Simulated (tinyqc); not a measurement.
RKS/exchange-only LDA in the sto-3g basis, for H6, spin multiplicity 1, step by step (part 1 of 2). Computed by tinyqc, a small Python program that keeps every step (integrals from PySCF). Settings: charge = 0, multiplicity = 1, basis = sto-3g, energy threshold = 1e-10, iteration cap = 73, orthogonalisation = symmetric, start = highest core orbitals, DIIS depth = 6, method = RKS, functional = Slater exchange alone, grid = [30, 86]. Command: `OMP_NUM_THREADS=1 python tinyqc.py 29790 29791 out.jsonl` (the two numbers bound the seeds that draw the settings). One thread of a shared host (Intel(R) Xeon(R) Processor @ 2.60GHz), about 0.6 s of CPU time with the checks. Later iterations appear only in the table of the cycle.

## One-electron integrals

Geometry (angstrom):
```
atom         x         y         z
H     0.000000  0.000000  0.000000
H     0.000000  0.000000  1.348000
H     0.000000  0.000000  3.152000
H     0.000000  0.000000  4.500000
H     0.000000  0.000000  6.303000
H     0.000000  0.000000  7.652000
```

Basis sto-3g: exponents (1/bohr^2) and contraction coefficients of normalised primitives:
```
element  l (shell)  exponent  coefficient
H            s (1)  3.425251     0.154329
H            s (1)  0.623914     0.535328
H            s (1)  0.168855     0.444635
```

Overlap, kinetic and nuclear-attraction integrals over the contracted functions; the nuclear repulsion is the sum of Za Zb / Rab.

nuclear repulsion = 3.01487609 hartree

overlap S, lower triangle:
```
          1H 1s     2H 1s     3H 1s     4H 1s     5H 1s     6H 1s
1H 1s  1.000000
2H 1s  0.317682  1.000000
3H 1s  0.013179  0.163074  1.000000
4H 1s  0.000465  0.013179  0.317682  1.000000
5H 1s  0.000001  0.000124  0.013208  0.163328  1.000000
6H 1s  0.000000  0.000001  0.000465  0.013179  0.317247  1.000000
```

kinetic energy T (hartree), lower triangle:
```
           1H 1s      2H 1s      3H 1s      4H 1s     5H 1s     6H 1s
1H 1s   0.760032
2H 1s   0.026468   0.760032
3H 1s  -0.005394  -0.006288   0.760032
4H 1s  -0.000395  -0.005394   0.026468   0.760032
5H 1s  -0.000002  -0.000129  -0.005402  -0.006259  0.760032
6H 1s   0.000000  -0.000002  -0.000395  -0.005394  0.026328  0.760032
```

nuclear attraction V (hartree), lower triangle:
```
           1H 1s      2H 1s      3H 1s      4H 1s      5H 1s      6H 1s
1H 1s  -2.054762
2H 1s  -0.603787  -2.267834
3H 1s  -0.023045  -0.307122  -2.362629
4H 1s  -0.000792  -0.023996  -0.662781  -2.362736
5H 1s  -0.000002  -0.000224  -0.024052  -0.307659  -2.267785
6H 1s   0.000000  -0.000002  -0.000792  -0.023045  -0.602810  -2.054472
```

core Hamiltonian H = T + V (hartree), lower triangle:
```
           1H 1s      2H 1s      3H 1s      4H 1s      5H 1s      6H 1s
1H 1s  -1.294730
2H 1s  -0.577319  -1.507802
3H 1s  -0.028439  -0.313410  -1.602597
4H 1s  -0.001187  -0.029390  -0.636313  -1.602704
5H 1s  -0.000004  -0.000353  -0.029454  -0.313919  -1.507753
6H 1s   0.000000  -0.000004  -0.001187  -0.028439  -0.576482  -1.294440
```

## Two-electron integrals

Functions are numbered as in S; the eight-fold symmetry (ij|kl) = (ji|kl) = (kl|ij) leaves the list below.

Two-electron integrals (ij|kl) in chemists' order, unique and non-zero (hartree):
```
(11|11) 0.774606   (21|11) 0.178029   (21|21) 0.059313   (22|11) 0.379740
(22|21) 0.178029   (22|22) 0.774606   (31|11) 0.004524   (31|21) 0.001840
(31|22) 0.007079   (31|31) 0.000080   (32|11) 0.039393   (32|21) 0.017744
(32|22) 0.080432   (32|31) 0.000976   (32|32) 0.014187   (33|11) 0.167881
(33|21) 0.068766   (33|22) 0.291310   (33|31) 0.004524   (33|32) 0.080432
(33|33) 0.774606   (41|11) 0.000111   (41|21) 0.000048   (41|22) 0.000208
(41|31) 2.60e-06   (41|32) 0.000037   (41|33) 0.000208   (41|41) 9.83e-08
(42|11) 0.002451   (42|21) 0.001039   (42|22) 0.004524   (42|31) 0.000062
(42|32) 0.000976   (42|33) 0.007079   (42|41) 2.60e-06   (42|42) 0.000080
(43|11) 0.044206   (43|21) 0.017256   (43|22) 0.068766   (43|31) 0.001039
(43|32) 0.017744   (43|33) 0.178029   (43|41) 0.000048   (43|42) 0.001840
(43|43) 0.059313   (44|11) 0.117595   (44|21) 0.044206   (44|22) 0.167881
(44|31) 0.002451   (44|32) 0.039393   (44|33) 0.379740   (44|41) 0.000111
(44|42) 0.004524   (44|43) 0.178029   (44|44) 0.774606   (51|11) 2.09e-07
(51|21) 8.54e-08   (51|22) 3.58e-07   (51|31) 5.23e-09   (51|32) 8.56e-08
(51|33) 6.90e-07   (51|42) 7.45e-09   (51|43) 1.83e-07   (51|44) 4.49e-07
(52|11) 0.000017   (52|21) 0.000007   (52|22) 0.000027   (52|31) 3.95e-07
(52|32) 0.000007   (52|33) 0.000060   (52|41) 1.79e-08   (52|42) 6.55e-07
(52|43) 0.000020   (52|44) 0.000060   (52|52) 7.00e-09   (53|11) 0.001493
(53|21) 0.000559   (53|22) 0.002111   (53|31) 0.000031   (53|32) 0.000488
(53|33) 0.004535   (53|41) 1.37e-06   (53|42) 0.000052   (53|43) 0.001844
(53|44) 0.007095   (53|51) 5.24e-09   (53|52) 6.57e-07   (53|53) 0.000080
(54|11) 0.016083   (54|21) 0.005871   (54|22) 0.021518   (54|31) 0.000306
(54|32) 0.004616   (54|33) 0.039462   (54|41) 0.000013   (54|42) 0.000488
(54|43) 0.017776   (54|44) 0.080579   (54|51) 4.86e-08   (54|52) 0.000007
(54|53) 0.000980   (54|54) 0.014234   (55|11) 0.083956   (55|21) 0.029948
(55|22) 0.106797   (55|31) 0.001490   (55|32) 0.021488   (55|33) 0.167935
(55|41) 0.000061   (55|42) 0.002106   (55|43) 0.068794   (55|44) 0.291464
(55|51) 2.09e-07   (55|52) 0.000027   (55|53) 0.004535   (55|54) 0.080579
(55|55) 0.774606   (62|11) 1.46e-07   (62|21) 5.48e-08   (62|22) 2.08e-07
(62|32) 4.84e-08   (62|33) 4.47e-07   (62|42) 5.21e-09   (62|43) 1.82e-07
(62|44) 6.87e-07   (62|53) 7.43e-09   (62|54) 8.54e-08   (62|55) 3.57e-07
(63|11) 0.000046   (63|21) 0.000017   (63|22) 0.000061   (63|31) 8.68e-07
(63|32) 0.000013   (63|33) 0.000111   (63|41) 3.70e-08   (63|42) 1.36e-06
(63|43) 0.000048   (63|44) 0.000208   (63|52) 1.79e-08   (63|53) 2.60e-06
(63|54) 0.000037   (63|55) 0.000208   (63|63) 9.83e-08   (64|11) 0.001155
(64|21) 0.000415   (64|22) 0.001490   (64|31) 0.000021   (64|32) 0.000305
(64|33) 0.002451   (64|41) 8.68e-07   (64|42) 0.000031   (64|43) 0.001039
(64|44) 0.004524   (64|52) 3.95e-07   (64|53) 0.000062   (64|54) 0.000978
(64|55) 0.007080   (64|62) 5.21e-09   (64|63) 2.60e-06   (64|64) 0.000080
(65|11) 0.024104   (65|21) 0.008499   (65|22) 0.029905   (65|31) 0.000414
(65|32) 0.005854   (65|33) 0.044152   (65|41) 0.000017   (65|42) 0.000557
(65|43) 0.017235   (65|44) 0.068687   (65|51) 5.50e-08   (65|52) 0.000007
(65|53) 0.001040   (65|54) 0.017747   (65|55) 0.177733   (65|62) 8.50e-08
(65|63) 0.000048   (65|64) 0.001838   (65|65) 0.059137   (66|11) 0.069155
(66|21) 0.024135   (66|22) 0.083943   (66|31) 0.001155   (66|32) 0.016057
(66|33) 0.117595   (66|41) 0.000046   (66|42) 0.001490   (66|43) 0.044206
(66|44) 0.167881   (66|51) 1.46e-07   (66|52) 0.000017   (66|53) 0.002456
(66|54) 0.039444   (66|55) 0.379500   (66|62) 2.08e-07   (66|63) 0.000111
(66|64) 0.004524   (66|65) 0.177733   (66|66) 0.774606
```

## Orthogonalisation

S = U s U^T; symmetric (Loewdin) form X = U s^(-1/2) U^T, so that X^T S X = 1.

eigenvalues of S: 0.575961  0.661532  0.768193  1.195497  1.338041  1.460775

X, lower triangle:
```
           1H 1s      2H 1s      3H 1s      4H 1s      5H 1s     6H 1s
1H 1s   1.041362
2H 1s  -0.172009   1.052760
3H 1s   0.015093  -0.091322   1.053249
4H 1s  -0.002799   0.015313  -0.174330   1.053284
5H 1s   0.000279  -0.001436   0.015330  -0.091456   1.052673
6H 1s  -0.000056   0.000278  -0.002798   0.015094  -0.171748  1.041242
```

## Starting guess

The start is the highest orbitals of the core Hamiltonian (a deliberately bad start); D = 2 C_occ C_occ^T.

D at the start, lower triangle:
```
           1H 1s      2H 1s      3H 1s      4H 1s      5H 1s     6H 1s
1H 1s   2.053063
2H 1s  -1.200705   0.966966
3H 1s   0.062486  -0.634404   1.358768
4H 1s   0.150003   0.497670  -1.336517   1.359381
5H 1s  -0.088775  -0.137233   0.499319  -0.636140   0.966201
6H 1s  -0.051800  -0.088508   0.150320   0.062131  -1.198639  2.053080
```

## Iteration 1: exchange-correlation on the grid

Becke grid with 30 radial and 86 angular points per atom, points of zero weight dropped. rho = sum D_ij phi_i phi_j; V_xc,ij = sum w v_xc phi_i phi_j; v_xc is d(rho eps)/d rho.

The 16 grid points with the largest w rho, of 15414 (bohr, atomic units):
```
x                  y          z         w       rho     eps_xc       v_xc
0.000000   -0.403011  15.458799  0.035200  0.080549  -0.318962  -0.425283
0.000000    0.403011  15.458799  0.035200  0.080549  -0.318962  -0.425283
0.403011    0.000000  15.458799  0.035200  0.080549  -0.318962  -0.425283
-0.403011   0.000000  15.458799  0.035200  0.080549  -0.318962  -0.425283
0.000000   -0.403011  -0.998615  0.035200  0.080530  -0.318936  -0.425248
0.000000    0.403011  -0.998615  0.035200  0.080530  -0.318936  -0.425248
-0.403011   0.000000  -0.998615  0.035200  0.080530  -0.318936  -0.425248
0.403011    0.000000  -0.998615  0.035200  0.080530  -0.318936  -0.425248
-0.484930   0.000000  15.661784  0.058268  0.048283  -0.268937  -0.358582
0.484930    0.000000  15.661784  0.058268  0.048283  -0.268937  -0.358582
0.000000    0.484930  15.661784  0.058268  0.048283  -0.268937  -0.358582
0.000000   -0.484930  15.661784  0.058268  0.048283  -0.268937  -0.358582
0.000000    0.484930  -1.201600  0.058268  0.048271  -0.268915  -0.358553
0.000000   -0.484930  -1.201600  0.058268  0.048271  -0.268915  -0.358553
-0.484930   0.000000  -1.201600  0.058268  0.048271  -0.268915  -0.358553
0.484930    0.000000  -1.201600  0.058268  0.048271  -0.268915  -0.358553
```

electrons on the grid, sum of w rho = 5.999710

E_xc = sum of w rho eps_xc = -1.89596023 hartree

V_xc (hartree), lower triangle:
```
           1H 1s      2H 1s      3H 1s      4H 1s      5H 1s      6H 1s
1H 1s  -0.422985
2H 1s  -0.092093  -0.311654
3H 1s  -0.002807  -0.039250  -0.347757
4H 1s  -0.000090  -0.002824  -0.082973  -0.347788
5H 1s   0.000000  -0.000025  -0.002830  -0.039314  -0.311649
6H 1s   0.000000   0.000000  -0.000090  -0.002807  -0.091977  -0.423088
```

## Iteration 1: building the Kohn-Sham matrix

J_ij = sum D_kl (ij|kl); F = H + J + V_xc; E = tr D H + tr D J / 2 + E_xc + E_nn.

Coulomb J (hartree), lower triangle:
```
          1H 1s     2H 1s     3H 1s     4H 1s     5H 1s     6H 1s
1H 1s  1.899348
2H 1s  0.532642  1.623515
3H 1s  0.019713  0.248905  1.712177
4H 1s  0.000672  0.019807  0.515913  1.712354
5H 1s  0.000002  0.000185  0.019852  0.249337  1.623702
6H 1s  0.000000  0.000002  0.000672  0.019717  0.532028  1.900080
```

Kohn-Sham matrix F (hartree), lower triangle:
```
           1H 1s      2H 1s      3H 1s      4H 1s      5H 1s     6H 1s
1H 1s   0.181633
2H 1s  -0.136770  -0.195941
3H 1s  -0.011533  -0.103755  -0.238177
4H 1s  -0.000605  -0.012408  -0.203373  -0.238138
5H 1s  -0.000003  -0.000192  -0.012432  -0.103896  -0.195700
6H 1s   0.000000  -0.000003  -0.000605  -0.011529  -0.136431  0.182552
```

total energy of this density = -0.73213159 hartree

## Iteration 1: diagonalisation and new density

Diagonalise F' = X^T F X, C = X C', fill 3 alpha and 3 beta electrons from the bottom; D = 2 C_occ C_occ^T. Each column has its largest component positive (the first on a tie).

F' = X^T F X (hartree), lower triangle:
```
           1          2          3          4          5         6
1   0.240298
2  -0.152895  -0.144536
3   0.016396  -0.080471  -0.178672
4  -0.003757   0.015542  -0.148032  -0.178592
5   0.000441  -0.001808   0.015559  -0.080590  -0.144374
6  -0.000105   0.000440  -0.003756   0.016401  -0.152685  0.241073
```

orbital energies (hartree): MO1 -0.350087, MO2 -0.232228, MO3 -0.177428, MO4 -0.002819, MO5 0.295158, MO6 0.302601

coefficients C:
```
            MO1        MO2        MO3        MO4        MO5        MO6
1H 1s  0.017480   0.095901   0.133554   0.153074   0.761152  -0.695798
2H 1s  0.201736   0.595005   0.628412   0.272498  -0.379427   0.372314
3H 1s  0.562279   0.276969  -0.265141  -0.807025   0.066370  -0.172250
4H 1s  0.562181  -0.278323  -0.262412   0.807603   0.052745   0.176795
5H 1s  0.201599  -0.592042   0.631161  -0.274043  -0.349193  -0.399578
6H 1s  0.017368  -0.094925   0.133436  -0.152926   0.705798   0.751839
```

D after iteration 1, lower triangle:
```
           1H 1s      2H 1s      3H 1s     4H 1s     5H 1s     6H 1s
1H 1s   0.054678
2H 1s   0.289030   1.579258
3H 1s   0.001959   0.223225   0.926339
4H 1s  -0.103821  -0.434189   0.617184  0.924742
5H 1s   0.062082   0.170063  -0.435938  0.224980  1.579041
6H 1s   0.018042   0.061751  -0.103810  0.002337  0.287841  0.054235
```

## Iteration 2: exchange-correlation on the grid

As before.

The 16 grid points with the largest w rho, of 15414 (bohr, atomic units):
```
x                  y          z         w       rho     eps_xc       v_xc
0.621731   -0.621731   1.925620  0.034397  0.072717  -0.308269  -0.411026
-0.621731   0.621731   1.925620  0.034397  0.072717  -0.308269  -0.411026
0.621731    0.621731   1.925620  0.034397  0.072717  -0.308269  -0.411026
-0.621731  -0.621731   1.925620  0.034397  0.072717  -0.308269  -0.411026
0.621731   -0.621731  12.532675  0.034402  0.072669  -0.308202  -0.410936
0.621731    0.621731  12.532675  0.034402  0.072669  -0.308202  -0.410936
-0.621731  -0.621731  12.532675  0.034402  0.072669  -0.308202  -0.410936
-0.621731   0.621731  12.532675  0.034402  0.072669  -0.308202  -0.410936
0.000000   -0.998615   2.144340  0.034855  0.071015  -0.305845  -0.407793
0.000000    0.998615   2.144340  0.034855  0.071015  -0.305845  -0.407793
0.998615    0.000000   2.144340  0.034855  0.071015  -0.305845  -0.407793
-0.998615   0.000000   2.144340  0.034855  0.071015  -0.305845  -0.407793
0.000000    0.998615  12.313955  0.034856  0.070981  -0.305796  -0.407728
0.998615    0.000000  12.313955  0.034856  0.070981  -0.305796  -0.407728
0.000000   -0.998615  12.313955  0.034856  0.070981  -0.305796  -0.407728
-0.998615   0.000000  12.313955  0.034856  0.070981  -0.305796  -0.407728
```

electrons on the grid, sum of w rho = 5.999857

E_xc = sum of w rho eps_xc = -1.75260374 hartree

V_xc (hartree), lower triangle:
```
           1H 1s      2H 1s      3H 1s      4H 1s      5H 1s      6H 1s
1H 1s  -0.202470
2H 1s  -0.090448  -0.423661
3H 1s  -0.003582  -0.049056  -0.380058
4H 1s  -0.000116  -0.003589  -0.106455  -0.379937
5H 1s   0.000000  -0.000033  -0.003598  -0.049142  -0.423617
6H 1s   0.000000   0.000000  -0.000116  -0.003581  -0.090239  -0.202043
```

## Iteration 2: building the Kohn-Sham matrix

As before.

Coulomb J (hartree), lower triangle:
```
          1H 1s     2H 1s     3H 1s     4H 1s     5H 1s     6H 1s
1H 1s  1.235387
2H 1s  0.513718  2.087173
3H 1s  0.023378  0.317577  2.137965
4H 1s  0.000845  0.025160  0.657408  2.137539
5H 1s  0.000002  0.000235  0.025214  0.318046  2.086666
6H 1s  0.000000  0.000002  0.000844  0.023370  0.512690  1.234102
```

Kohn-Sham matrix F (hartree), lower triangle:
```
           1H 1s      2H 1s      3H 1s      4H 1s      5H 1s      6H 1s
1H 1s  -0.261813
2H 1s  -0.154050   0.155710
3H 1s  -0.008643  -0.044888   0.155310
4H 1s  -0.000458  -0.007820  -0.085359   0.154898
5H 1s  -0.000002  -0.000151  -0.007838  -0.045015   0.155296
6H 1s   0.000000  -0.000002  -0.000459  -0.008650  -0.154031  -0.262381
```

total energy of this density = -2.12459250 hartree

## Iteration 2: DIIS over 2 matrices

error matrix X^T (FDS - SDF) X:
```
           1          2          3          4          5          6
1   0.000000  -0.466000  -0.047875   0.134747  -0.065231   0.000061
2   0.466000   0.000000  -0.007464   0.007012   0.000091   0.065116
3   0.047875   0.007464   0.000000   0.000410  -0.007454  -0.135152
4  -0.134747  -0.007012  -0.000410   0.000000   0.007598   0.048386
5   0.065231  -0.000091   0.007454  -0.007598   0.000000   0.465073
6  -0.000061  -0.065116   0.135152  -0.048386  -0.465073   0.000000
```

B (overlaps of the stored error matrices):
```
               1              2
1  6.5854973e-02  2.4584000e-01
2  2.4584000e-01  9.6643605e-01
```

Minimise |sum c_i e_i|^2 with sum c_i = 1: solve [B -1; -1 0][c; lambda] = [0; -1] with B_ij = tr e_i^T e_j, and take F = sum c_i F_i.

DIIS coefficients: 1.332929  -0.332929

extrapolated F (hartree), lower triangle:
```
           1H 1s      2H 1s      3H 1s      4H 1s      5H 1s     6H 1s
1H 1s   0.329269
2H 1s  -0.131018  -0.313016
3H 1s  -0.012495  -0.123353  -0.369180
4H 1s  -0.000653  -0.013935  -0.242663  -0.368991
5H 1s  -0.000003  -0.000206  -0.013961  -0.123499  -0.312557
6H 1s   0.000000  -0.000003  -0.000653  -0.012488  -0.130572  0.330683
```

## Iteration 2: diagonalisation and new density

As before.

F' = X^T F X (hartree), lower triangle:
```
           1          2          3          4          5         6
1   0.394918
2  -0.152013  -0.269329
3   0.016874  -0.079166  -0.310786
4  -0.003898   0.015321  -0.145357  -0.310548
5   0.000457  -0.001788   0.015338  -0.079290  -0.268934
6  -0.000113   0.000457  -0.003897   0.016881  -0.151804  0.396174
```

orbital energies (hartree): MO1 -0.477317, MO2 -0.344380, MO3 -0.283215, MO4 -0.124410, MO5 0.428911, MO6 0.431905

coefficients C:
```
             MO1        MO2        MO3        MO4        MO5        MO6
1H 1s  -0.000028   0.022915   0.041460   0.054600   0.874018  -0.587473
2H 1s   0.184813   0.603493   0.675512   0.360938  -0.329630   0.229908
3H 1s   0.570773   0.320937  -0.251693  -0.804381   0.054879  -0.079772
4H 1s   0.570142  -0.322962  -0.247620   0.805349   0.020693   0.094523
5H 1s   0.184290  -0.599570   0.678335  -0.362960  -0.218400  -0.336443
6H 1s  -0.000079  -0.022500   0.041254  -0.054512   0.588565   0.873114
```

D after iteration 2, lower triangle:
```
           1H 1s      2H 1s      3H 1s      4H 1s     5H 1s     6H 1s
1H 1s   0.004488
2H 1s   0.083662   1.709353
3H 1s  -0.006194   0.258296   0.984262
4H 1s  -0.035366  -0.513611   0.568191   0.981364
5H 1s   0.028759   0.260892  -0.515938   0.261482  1.707172
6H 1s   0.002390   0.028548  -0.035299  -0.005987  0.082920  0.004416
```

## Iteration 16 (converged): orbitals

converged F (hartree), lower triangle:
```
           1H 1s      2H 1s      3H 1s      4H 1s      5H 1s      6H 1s
1H 1s  -0.072101
2H 1s  -0.154390  -0.078454
3H 1s  -0.010628  -0.082698  -0.080380
4H 1s  -0.000552  -0.010642  -0.155417  -0.080396
5H 1s  -0.000003  -0.000176  -0.010663  -0.082823  -0.078422
6H 1s   0.000000  -0.000003  -0.000552  -0.010628  -0.154185  -0.072051
```

As before.

F' = X^T F X (hartree), lower triangle:
```
           1          2          3          4          5          6
1  -0.025117
2  -0.148191  -0.018195
3   0.015486  -0.082689  -0.019463
4  -0.003494   0.015777  -0.150643  -0.019439
5   0.000410  -0.001828   0.015794  -0.082805  -0.018257
6  -0.000091   0.000409  -0.003493   0.015487  -0.147973  -0.025201
```

orbital energies (hartree): MO1 -0.213523, MO2 -0.179800, MO3 -0.137406, MO4 0.052011, MO5 0.135532, MO6 0.217515

coefficients C:
```
            MO1        MO2        MO3        MO4        MO5        MO6
1H 1s  0.222738   0.407177  -0.407614  -0.503027  -0.584301  -0.371834
2H 1s  0.322397   0.441570  -0.275555   0.331647   0.624811   0.520800
3H 1s  0.434739   0.115907   0.418744   0.535448  -0.157111  -0.677767
4H 1s  0.434781  -0.117635   0.418167  -0.534749  -0.159821   0.677789
5H 1s  0.322093  -0.441032  -0.276945  -0.333328   0.624275  -0.520039
6H 1s  0.222221  -0.406123  -0.409113   0.504865  -0.582981   0.370769
```

D after iteration 16, lower triangle:
```
           1H 1s      2H 1s      3H 1s      4H 1s     5H 1s     6H 1s
1H 1s   0.763108
2H 1s   0.727854   0.749709
3H 1s  -0.053317   0.151905   0.755558
4H 1s  -0.243013  -0.054000   0.700972   0.755472
5H 1s   0.010102  -0.029181  -0.054123   0.152223  0.749903
6H 1s   0.101786   0.010090  -0.243556  -0.053371  0.727982  0.763383
```
